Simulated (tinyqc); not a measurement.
# Size effects in the resistivity of thin metal films and interconnect lines, step by step

A worked calculation. Computed by tinyqc, a small Python program that keeps every step. Command: `OMP_NUM_THREADS=1 python tinyqc.py 3007877 3007878 out.jsonl size walk`. One thread of a shared host (Intel(R) Xeon(R) Processor @ 2.30GHz), about 0.01 s of CPU time with the checks. Intermediate numbers are printed to about 5 digits and carried at full precision; extremes and crossings named in words are read from the listed rows.

Electrons lose their drift at surfaces (a share 1 - p of the hits) and at grain boundaries (reflection R), besides bulk scattering. The line sits in a trench with a non-conducting liner on both walls and the bottom; the spacing equals the drawn width.

Inputs (values chosen for the exercise, modelled on iridium):
```
quantity                                   value         unit
bulk resistivity rho_b                      5.34  microohm cm
bulk mean free path lambda                  6.88           nm
specularity p                                  0            -
grain-boundary reflection R                 0.18            -
drawn line width w                            47           nm
grain size over metal width                  2.2            -
aspect ratio (height over width)             2.8            -
liner thickness t                            0.9           nm
line length                                    2   micrometre
permittivity of the dielectric k             3.9            -
competitor: rho_b relative to this metal     4.4            -
competitor: lambda relative to this metal   0.35            -
competitor: liner relative to t             0.56            -
```

Geometry: line.

Constants: eps_0 = 8.8541878128e-12 F/m.

## Metal cross-section

Metal width w_m = w - 2t, height h_m = (aspect ratio) w - t, grain size D = (ratio) w_m.

metal width w_m = 45.2 nm

metal height h_m = 130.7 nm

grain size D = 99.44 nm

share of the trench filled by metal = 95.513 %

## Grain boundaries

Mayadas-Shatzkes: alpha = (lambda/D) R/(1 - R); rho_b/rho = 1 - 3 alpha/2 + 3 alpha^2 - 3 alpha^3 ln(1 + 1/alpha).

alpha = 0.015187

rho/rho_b from grains = 1.0226

The linear estimate 1 + 3 alpha/2 gives 1.023, within 2 %.

## Surfaces

Fuchs-Sondheimer film: rho_b/rho = 1 - (3/(2 kappa))(1 - p) int_0^1 (s - s^3)(1 - exp(-kappa/s))/(1 - p exp(-kappa/s)) ds, f = rho/rho_b, kappa = thickness/lambda, 80 Gauss-Legendre points. Line: the excess of a film of thickness w_m and of a film of thickness h_m are added, rho/rho_b = 1 + (f(w_m) - 1) + (f(h_m) - 1), an estimate that holds best when both sides exceed lambda.

kappa = w_m/lambda = 6.5698

f(w_m) = 1.0605

f(h_m) = 1.0201

rho/rho_b from surfaces = 1.0807

## Resistance and delay

Total: rho = rho_b [1 + surface excess + grain excess]; resistance per length rho/(w_m h_m); capacitance per length C = 2 k eps_0 (aspect ratio + 1/2), a parallel-plate estimate for two neighbours plus a fixed term for the planes above and below; delay 0.38 R C L^2; effective resistivity per drawn area.

resistivity rho = 5.8916 microohm cm

resistance per length = 9.9729 ohm/micrometre

capacitance per length = 0.22791 fF/micrometre

RC delay = 0.0034548 ps

effective resistivity per drawn area = 6.1684 microohm cm

Of the factor 1.16 over bulk, scattering gives 1.10 and the liner 1.05; within scattering, surfaces outweigh grain boundaries (0.02 against 0.08, grains first).

## A short-path metal as competitor

w_m = w - 2t, h_m = (aspect ratio) w - t, D = (ratio) w_m; rho = rho_b [1 + surface excess + grain excess]. Effective resistivity rho (aspect ratio) w^2/(w_m h_m) for the metal with its liner, for the same metal without liner, and for a competitor with its own rho_b, lambda and liner, and for that competitor with the liner t; p, R, aspect and grain ratios are the same.

Effective resistivity (microohm cm):
```
w (nm)  this metal  without liner  competitor  competitor, liner t
200          5.521          5.462      23.825               23.938
100          5.711          5.586      24.160               24.393
50           6.114          5.840      24.851               25.343
30           6.711          6.192      25.816               26.702
20           7.558          6.651      27.098               28.565
14           8.823          7.259      28.883               31.276
10          10.850          8.085      31.527               35.554
7           14.787          9.328      36.136               43.825
5           22.480         10.966      43.687               59.926
```

The competitor does not win at any width listed. In narrow lines rho scales as rho_b lambda/w, and the product rho_b lambda of the competitor is 1.54 times this metal's. At the narrowest width the liner costs this metal a factor 2.05. With the same liner the competitor wins nowhere in the table; at the narrowest width the thinner liner lowers it from 59.9 to 43.7. Rows with w - 2t below lambda stretch the additive estimate. Metal widths below about 5 nm are outside this semiclassical model.

Checks made by the program: grain-boundary formula against its angular integral 3 int_0^1 c^3/(c + alpha) dc (relative difference below 1e-10).
